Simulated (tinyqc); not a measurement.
Tight binding, honeycomb lattice, step by step. One step of it, computed by the program tinyqc.

Problem. Levels at k. Diagonalise the Hermitian matrix.

H(k) at k (eV):
```
                     A                    B
A             0.000000  -1.889508-5.297184i
B  -1.889508+5.297184i             0.000000
```

Give: eigenvalues; weights |c|^2 of the basis functions.

Solution.

eigenvalues (eV): -5.6241  5.6241

weights |c|^2 of the basis functions:
```
   band 1  band 2
A  0.5000  0.5000
B  0.5000  0.5000
```
